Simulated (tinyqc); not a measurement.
# Space-charge-limited current with shallow traps: effect of the thickness

One carrier type, drift only, an injecting contact at x = 0 (zero field) and thickness L. The share th = y/(1 + y), y = (Nc/Nt) exp(-Et/kB T), of the injected charge is free: J = q mu n F, eps0 eps_r dF/dx = q (n - n0)/th.

Ohmic J = q n0 mu V/L; Mott-Gurney J = (9/8) th eps0 eps_r mu V^2/L^3; they cross at Vx = 8 q n0 L^2/(9 th eps0 eps_r); traps fill at V_TFL = q Nt L^2/(2 eps0 eps_r). Exact: with u = n0/n(L), w = -u - ln(1 - u) and v = -u - u^2/2 - ln(1 - u), V = (q n0 L^2/(th eps0 eps_r)) v/w^2 and J = q^2 n0^2 mu L/(th eps0 eps_r w).

Values chosen for this exercise:
- T = 300 K (temperature)
- eps_r = 4.3 (relative permittivity)
- mu = 0.0017 cm^2/(V s) (mobility)
- Nc = 2.3e20 cm^-3 (band density of states)
- Nt = 2.8e15 cm^-3 (trap density)
- Et = 0.35 eV (trap depth)
- n0 = 9e11 cm^-3 (free carrier density in equilibrium)
- V = 5 V (voltage)

Constants: q = 1.602176634e-19 C, kB = 1.380649e-23 J/K, Vt = kB T/q, eps0 = 8.8541878128e-14 F/cm where lengths are in cm. Results are converted to the units shown.

Results:
```
L (nm)  J (A/cm^2)  ohmic (A/cm^2)  Mott-Gurney (A/cm^2)  d ln J/d ln V
720       0.004781        1.702e-5              0.004768          1.997
1000      0.001789        1.226e-5              0.001780          1.995
1500      5.334e-4        8.171e-6              5.273e-4          1.988
2200      1.713e-4        5.571e-6              1.671e-4          1.975
3300      5.232e-5        3.714e-6              4.952e-5          1.946
6900      6.785e-6        1.776e-6              5.417e-6          1.793
10000     2.748e-6        1.226e-6              1.780e-6          1.632
```

Estimate the missing row, L = 4700 nm.

Computed row:
```
L (nm)  J (A/cm^2)  ohmic (A/cm^2)  Mott-Gurney (A/cm^2)  d ln J/d ln V
4700      1.912e-5        2.608e-6              1.714e-5          1.895
```

With this row back in the table: J falls from 0.00478 to 2.75e-6 A/cm^2, as L^(-2.99) between the first two rows and L^(-2.44) between the last two (space charge -3, ohmic -1). The thickness law marks a bulk-limited current; an electrode-limited one depends on V/L alone. For L = 720, 1000 V exceeds half of V_TFL, which goes as L^2, so trap filling, left out here, would raise the current.

Range of the model: Diffusion and a field-dependent mobility are left out. With injecting contacts the diffusion current, about 4 pi^2 Vt th eps0 eps_r mu V/L^3, equals the Mott-Gurney current at V = 35 kB T/q (0.9 V at 300 K), so the drift-only result needs V well above that.

Computed by the program tinyqc: `OMP_NUM_THREADS=1 python tinyqc.py 2370149 2370150 out.jsonl`, one thread of a shared Intel Xeon 2.30GHz, about 0.01 s for the whole run.
